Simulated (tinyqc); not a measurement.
From results back to parameters: trap in a gate oxide as a short-range spherical well. Four cases, with inputs chosen for the exercise.

Problem. In the Lucovsky model sigma goes as (h nu - Et)^(3/2)/(h nu)^3. The ratio of the cross-sections at h1 and h2 was computed from a hidden Et.

Find: Et.

Method. y = [ratio (h1/h2)^3]^(2/3), and Et = (h1 - y h2)/(1 - y): the plot of (sigma (h nu)^3)^(2/3) against h nu is a line through Et.

Case 1.

Values chosen (out of a larger set: near those of Al2O3 on GaAs; not measured data): h1 = 1.873 eV (first photon energy); h2 = 2.701 eV (second photon energy).

sigma(h1)/sigma(h2) = 0.586434

Solution.

Et = 1.452 eV

Case 2.

Values chosen (out of a larger set: near those of SiO2 on 4H SiC; not measured data): h1 = 3.018 eV (first photon energy); h2 = 6.354 eV (second photon energy).

sigma(h1)/sigma(h2) = 0.294800

Solution.

Et = 2.648 eV

Case 3.

Values chosen (out of a larger set: near those of SiO2 on 4H SiC; not measured data): h1 = 3.557 eV (first photon energy); h2 = 5.534 eV (second photon energy).

sigma(h1)/sigma(h2) = 0.530348

Solution.

Et = 2.823 eV

Case 4.

Values chosen (out of a larger set: near those of HfO2 on Si; not measured data): h1 = 1.669 eV (first photon energy); h2 = 2.777 eV (second photon energy).

sigma(h1)/sigma(h2) = 0.760398

Solution.

Et = 1.192 eV

Computed by tinyqc, one run a case: `OMP_NUM_THREADS=1 python tinyqc.py N N+1 out.jsonl` with N = 1281249, 1281267, 1281378, 1281628; one thread of a shared Intel(R) Xeon(R) Processor @ 2.30GHz, about 0.02 s a run at most.
